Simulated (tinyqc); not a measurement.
# Gated two-dimensional channel with two bands, quantum capacitance: effect of the gate voltage

phi is the Fermi level above the lowest band edge, in volts; Vg is counted from the gate voltage at which an empty channel would have phi = 0. The channel has no thickness; trap charge is -q Dit phi.

D1 = gv md m0 q/(pi hbar^2), D2 = g2 m2 m0 q/(pi hbar^2) per eV; n1 = D1 Vt ln(1 + exp(phi/Vt)), n2 = D2 Vt ln(1 + exp((phi - E2)/Vt)), n = n1 + n2; Cq = q dn/dphi = q [D1/(1 + exp(-phi/Vt)) + D2/(1 + exp((E2 - phi)/Vt))]. Cox = eps0 eox/tox; Vg = phi + q (n + Dit phi)/Cox. 1/C_G = 1/Cox + 1/(Cq + q Dit); dphi/dVg = Cox/(Cox + Cq + q Dit).

Parameters, values chosen for the exercise; lowest band close to that of a thin silicon body:
- T = 300 K (temperature)
- eox = 3.9 (relative permittivity of the gate insulator (close to silicon dioxide))
- tox = 2.6 nm (insulator thickness)
- md = 0.192 m0 (in-plane mass)
- gv = 2 (valley degeneracy)
- m2 = 0.34 m0 (in-plane mass of a second band, chosen freely)
- g2 = 4 (valley degeneracy of that band, chosen freely)
- E2 = 0.33 eV (second band edge above the first)
- Dit = 0 cm^-2 eV^-1 (density of traps)

Constants: q = 1.602176634e-19 C, kB = 1.380649e-23 J/K, hbar = 1.054571817e-34 J s, m0 = 9.1093837015e-31 kg, Vt = kB T/q, eps0 = 8.8541878128e-14 F/cm where lengths are in cm. Results are converted to the units shown.

The same in every row: Cox (uF/cm^2) = 1.328.

Result of one run:
```
phi (V)  n (cm^-2)  Cq (uF/cm^2)  C_G (uF/cm^2)  dphi/dVg  share of the second band (%)
0.02022   4.806e12         17.64          1.235   0.07004                      0.001910
```

Which gate voltage Vg gave this result: -0.2, 0.6, 1.2 or 1.6 V?

Vg = 0.6 V.

The whole series:
```
Vg (V)   phi (V)  n (cm^-2)  Cq (uF/cm^2)  C_G (uF/cm^2)  dphi/dVg  share of the second band (%)
-0.2     -0.2002    1.795e9       0.01112        0.01103    0.9917                      0.001013
0       -0.05543   4.595e11         2.696         0.8897    0.3301                      0.001071
0.2     -0.01594   1.790e12         9.010          1.158    0.1285                      0.001266
0.4     0.004787   3.276e12         14.04          1.213   0.08644                      0.001543
0.6      0.02022   4.806e12         17.64          1.235   0.07004                      0.001910
0.8      0.03333   6.355e12         20.15          1.246   0.06184                      0.002398
1        0.04519   7.915e12         21.89          1.252   0.05720                      0.003047
1.2      0.05633   9.480e12         23.09          1.256   0.05439                      0.003914
1.4      0.06702   1.105e13         23.91          1.258   0.05262                      0.005077
1.6      0.07742   1.262e13         24.48          1.260   0.05146                      0.006646
```

As Vg goes from -0.2 to 1.6, Cq rises from 0.0111 to 24.5 uF/cm^2, C_G/Cox rises from 0.00831 to 0.949 and n rises from 1.80e9 to 1.26e13 cm^-2. Cq is below Cox for Vg = -0.2; there the density of states limits the response dn/dVg more than the insulator does.

Numbers from tinyqc (`OMP_NUM_THREADS=1 python tinyqc.py 2200008 2200009 out.jsonl`; about 0.01 s on one thread of a shared Intel Xeon 2.30GHz).
